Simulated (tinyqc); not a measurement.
Plane-wave Kohn-Sham cycle with exchange-only LDA in a layered model solid, step by step. One step of it, computed by the program tinyqc.

Problem. Iteration 2: Hamiltonian at one k. H(m,m') = (k + G_m)^2/2 delta + V(G_m - G_m'), with V(-G) = V(G).

A solid whose potential varies along x alone (atomic units):
```
parameter                      value
period a                   16.200000
cross-section of the cell  32.000000
electrons per cell                 4
grid points                       16
plane waves -n..n, n               2
k points                           2
V1 in V1 cos(2 pi x/a)     -0.500000
V2 in V2 cos(4 pi x/a)     -0.150000
```

V(G_m), m = 0, 1, 2, ... (hartree): [-0.189275, -0.057882, -0.068563, 0.000022, -0.000056]

k = 0.250000 2 pi / a

Give: H.

Solution.

H (hartree), order -2, -1, +0, +1, +2:
$$\begin{pmatrix}
0.0411 & -0.0579 & -0.0686 & 0.0000 & -0.0001 \\
-0.0579 & -0.1470 & -0.0579 & -0.0686 & 0.0000 \\
-0.0686 & -0.0579 & -0.1846 & -0.0579 & -0.0686 \\
0.0000 & -0.0686 & -0.0579 & -0.0718 & -0.0579 \\
-0.0001 & 0.0000 & -0.0686 & -0.0579 & 0.1915
\end{pmatrix}$$
